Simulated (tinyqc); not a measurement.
Course in time: spin coating of a resist or spin-on film: centrifugal thinning, evaporation and the final thickness (Emslie and Meyerhofer models). Computed by tinyqc, a small Python program. Command: `OMP_NUM_THREADS=1 python tinyqc.py 3110495 3110496 out.jsonl spincoat walk`. One thread of a shared host (Intel(R) Xeon(R) Processor @ 2.30GHz), about 0.07 s of CPU time with the checks.

A Newtonian film stays uniform over the wafer; solvent and solids have the same density and the concentration is uniform through the thickness.

Inputs (values chosen for the exercise, of the order of those of a polymer resist in an ester solvent):
```
quantity                                 value          unit
solids volume fraction c0                0.056             -
kinematic viscosity of the solvent nu_s    1.6        mm^2/s
viscosity constant k                      1800        mm^2/s
viscosity exponent gamma                   2.1             -
spin speed f                              4000           rpm
evaporation rate at 1000 rpm e0           0.31  micrometre/s
starting thickness h0                      100    micrometre
wafer radius R                             100            mm
shrinkage in the bake                      1.8             %
```

Method:
- omega = 2 pi f/60; nu(c) = nu_s + k c^gamma; evaporation rate e = e0 sqrt(f/1000 rpm).
- Flow constant K = 2 omega^2/(3 nu(c0)); Reynolds number of the air omega R^2/nu_air with nu_air = 15 mm^2/s.
- Meyerhofer estimate: flow rules until (1 - c0) K h^3 = e, then evaporation alone: h_w = (e/((1 - c0) K))^(1/3), dry film c0 h_w.
- Full model for solids s and liquid l per area, h = s + l, c = s/h: ds/dt = -c Q, dl/dt = -(1 - c) Q - e, Q = 2 omega^2 h^3/(3 nu(c)); integrated adaptively (relative tolerance 1e-9) until l = 0.
- Dry film = s at l = 0, before the bake; film after the bake = s x (1 - shrinkage).
- Times are fractions of the time to dry.

omega = 418.879 1/s

evaporation rate e = 0.62 micrometre/s

dry film = 203.693 nm

dry film, estimate = 179.151 nm

History:
```
fraction       t (s)  h (micrometre)        c  nu (mm^2/s)         Q/e  s (nm)
0.003     1.9076e-02          33.992  0.05601         5.83  1.2703e+03  1904.0
0.010     6.3587e-02          19.414  0.05608         5.84  2.3622e+02  1088.7
0.030     1.9076e-01          11.333  0.05640         5.89  4.6592e+01   639.1
0.100     6.3587e-01           6.168  0.05843         6.23  7.1098e+00   360.4
0.200     1.2717e+00           4.250  0.06323         7.06  2.0516e+00   268.7
0.350     2.2255e+00           3.000  0.07480         9.37  5.4378e-01   224.4
0.500     3.1794e+00           2.227  0.09410        14.18  1.4699e-01   209.6
0.700     4.4511e+00           1.390  0.14699        33.71  1.5028e-02   204.3
0.900     5.7228e+00           0.598  0.34066       189.17  2.1323e-04   203.7
```

What does the comparison show, and why?

Q/e drops below 1 between t = 1.3 and 2.2 s, when c has risen from 0.056 to about 0.075; after that row the solids fall by a further 9 %. The full model gives 1.14 times the two-stage estimate.
